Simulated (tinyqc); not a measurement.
The basis set: RHF and MP2 along a ladder of basis sets, for H3+, spin multiplicity 1. Computed by the program tinyqc with PySCF. Same geometry throughout; the dipole is taken about the origin.

Geometry (angstrom):
```
atom       x       y        z
H     0.0000  0.0000   0.0000
H     0.0000  0.0000   0.8210
H     0.0000  0.3300  -0.7520
```

RHF and frozen-core MP2 in a ladder of bases:
```
basis        functions  E(RHF) (hartree)  E(MP2 corr) (hartree)  HOMO (eV)  LUMO (eV)  dipole (debye)
sto-3g               3          -1.20611               -0.01881    -30.084     -8.563           0.886
3-21g                6          -1.21771               -0.02369    -29.881     -9.409           0.987
6-31g                6          -1.22072               -0.02393    -29.914     -9.460           0.986
6-31g**             15          -1.22621               -0.03374    -29.908     -9.435           0.894
aug-cc-pvdz         27          -1.22597               -0.03381    -29.855     -9.404           0.740
cc-pvtz             42          -1.23058               -0.03796    -29.893     -9.410           0.752
```

Estimate the missing row, basis = cc-pvdz.

Computed row:
```
basis    functions  E(RHF) (hartree)  E(MP2 corr) (hartree)  HOMO (eV)  LUMO (eV)  dipole (debye)
cc-pvdz         15          -1.22571               -0.03326    -29.853     -9.398           0.797
```

From cc-pVDZ to cc-pVTZ the RHF energy falls by 4.9 mhartree and the correlation energy by 4.7. If valence correlation converges as X^-3, (27 E(T) - 8 E(D))/19 gives -0.0399 hartree, a rough estimate from such small X that usually falls short; STO-3G holds about 47 % of it. Beyond STO-3G the LUMO moves by 0.1 eV and the HOMO by 0.1 eV.
